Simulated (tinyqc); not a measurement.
From results back to parameters: band offset of a heterojunction with an interface dipole (two-band chains, self-consistent charge). Three cases, with inputs chosen for the exercise.

Problem. D0 is the offset of the mid-gaps without dipole, chi the charge moved per eV of offset and u the potential step per electron moved. In linear response the valence offset is S D0 - (G2 - G1)/2 with S = 1/(1 + u chi/2). Two interfaces between the same crystals differ in D0 by a known amount, as from a layer of fixed dipoles; their offsets come from hidden S and D0.

Find: S; D0 of the first; u.

Method. S is the change of the offset over the change of D0; then D0 = (offset + (G2 - G1)/2)/S and u = 2 (1/S - 1)/chi.

Case 1.

Values chosen (out of a larger set: gaps near those of Si and SiO2; the chains and D0 are free models, so the offsets are not those of the real pair; not measured data): G1 = 1.16 eV (gap on the left); G2 = 9.37 eV (gap on the right).

chi = 0.07329 1/eV

valence offsets (eV): first -4.76228, second -3.81380

D0(second) - D0(first) = 1.14 eV

Solution.

S = 0.832
D0 of the first = -0.79 eV
u = 5.5 eV

Case 2.

Values chosen (out of a larger set: gaps near those of SiC and SiO2; the chains and D0 are free models, so the offsets are not those of the real pair; not measured data): G1 = 3.18 eV (gap on the left); G2 = 9.43 eV (gap on the right).

chi = 0.05377 1/eV

valence offsets (eV): first -3.55748, second -2.65988

D0(second) - D0(first) = 1.10 eV

Solution.

S = 0.816
D0 of the first = -0.53 eV
u = 8.4 eV

Case 3.

Values chosen (out of a larger set: gaps near those of InGaAs and InP; the chains and D0 are free models, so the offsets are not those of the real pair; not measured data): G1 = 0.78 eV (gap on the left); G2 = 1.41 eV (gap on the right).

chi = 0.49179 1/eV

valence offsets (eV): first -0.60732, second -0.12476

D0(second) - D0(first) = 1.04 eV

Solution.

S = 0.464
D0 of the first = -0.63 eV
u = 4.7 eV

Computed by tinyqc, one run a case: `OMP_NUM_THREADS=1 python tinyqc.py N N+1 out.jsonl` with N = 1452718, 1452739, 1452767; one thread of a shared Intel(R) Xeon(R) Processor @ 2.30GHz, about 0.5 s a run at most.
